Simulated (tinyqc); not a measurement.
# From one set of inputs to another, one input at a time

Model: carrier lifetime from Shockley-Read-Hall, radiative, Auger and surface recombination. Computed by tinyqc, a small Python program. Command: `OMP_NUM_THREADS=1 python tinyqc.py 3029245 3029246 out.jsonl lifetime ladder`. One thread of a shared host (Intel(R) Xeon(R) Processor @ 2.30GHz), about 0.01 s of CPU time with the checks.

Energies are counted from the top of the valence band. Boltzmann statistics, full ionisation, and equal excess densities of electrons and holes.

The inputs printed are set A. Inputs not listed in the table keep their values of set A, so the rows need not describe a real material.

Inputs (values chosen for the exercise, with bands modelled on CdTe):
```
quantity                          value        unit
gap E_g                            1.54          eV
electron mass m_e                0.0973         m_0
valleys M_c                           1           -
hole mass m_h                     0.646         m_0
temperature T                       300           K
doping N                          7e+16       cm^-3
trap level E_t                    0.711          eV
trap density N_t                1.1e+12       cm^-3
electron cross-section sigma_n    5e-15        cm^2
hole cross-section sigma_p        6e-14        cm^2
radiative coefficient B         1.6e-10      cm^3/s
Auger coefficient C_n           5.4e-32      cm^6/s
Auger coefficient C_p           3.2e-31      cm^6/s
excess density dn               2.6e+14       cm^-3
diffusion coefficient D              15      cm^2/s
surface velocity S                  3.3        cm/s
thickness W                         170  micrometre
```

Doping: n-type. Surface term: two equal surfaces.

Constants: m_0 = 9.1093837015e-31 kg; k_B = 1.380649e-23 J/K; h = 6.62607015e-34 J s; k_B = 8.617333262e-05 eV/K.

Method:
- N_c = 2 M_c (2 pi m_e k_B T/h^2)^(3/2) and N_v = 2 (2 pi m_h k_B T/h^2)^(3/2), masses in units of m_0.
- n_i = sqrt(N_c N_v) exp(-E_g/2 k_B T); majority density N/2 + sqrt(N^2/4 + n_i^2), minority density n_i^2 over it.
- v = sqrt(3 k_B T/m) with m_e or m_h; tau_n0 = 1/(sigma_n v_n N_t), tau_p0 = 1/(sigma_p v_p N_t); n1 = N_c exp(-(E_g - E_t)/k_B T), p1 = N_v exp(-E_t/k_B T).
- The slowest diffusion mode has x tan x = S W/(2 D) with 0 < x < pi/2 (bisection), and tau_s = W^2/(4 x^2 D). The common approximation is W/(2 S) + W^2/(pi^2 D).
- With n = n_0 + dn, p = p_0 + dn and U/dn = 1/tau: (n p - n_i^2)/dn = n_0 + p_0 + dn = s; 1/tau_SRH = s/[tau_p0 (n + n1) + tau_n0 (p + p1)]; 1/tau_rad = B s; 1/tau_Aug = (C_n n + C_p p) s; the rates add, with 1/tau_s.
- Radiative efficiency = tau_eff/tau_rad; effective diffusion length = sqrt(D tau_eff).

Each row keeps all changes above it; columns: (1) input moved; (2) from; (3) to; (4) effective lifetime at dn (s); (5) radiative efficiency at dn; (6) effective diffusion length at dn (micrometre):
```
(1)                                   (2)      (3)         (4)      (5)     (6)
set A                                   -        -  8.2068e-08  0.92257  11.095
doping N (cm^-3)                    7e+16  2.8e+17  2.1833e-08  0.97905   5.723
surface velocity S (cm/s)             3.3     2300  2.1746e-08  0.97512   5.711
diffusion coefficient D (cm^2/s)       15       54  2.1719e-08  0.97394  10.830
excess density dn (cm^-3)         2.6e+14  2.1e+12  2.1737e-08  0.97383  10.834
trap density N_t (cm^-3)          1.1e+12  8.7e+14  1.2445e-09  0.05575   2.592
temperature T (K)                     300      400  1.0859e-09  0.04865   2.422
Auger coefficient C_p (cm^6/s)    3.2e-31  7.1e-32  1.0859e-09  0.04865   2.422
```

Effective lifetime at dn goes from 8.21e-8 to 1.09e-9, a factor 0.0132 in all. The largest single move comes from trap density N_t (a factor 0.0573). Radiative efficiency at dn goes from 0.923 to 0.0486, a factor 0.0527 in all. The largest single move comes from trap density N_t (a factor 0.0573). Effective diffusion length at dn goes from 11.1 to 2.42, a factor 0.218 in all. The largest single move comes from trap density N_t (a factor 0.239), and diffusion coefficient D works against it (a factor 1.90). The single moves hold for this order of the switches; the total does not depend on the order.

Caution (rows doping N, surface velocity S, diffusion coefficient D, excess density dn, trap density N_t, temperature T, Auger coefficient C_p): the doping is near the effective density of states, where Boltzmann statistics fail and the gap narrows.

Extremes, crossings and ranges named in words are read from the listed rows.
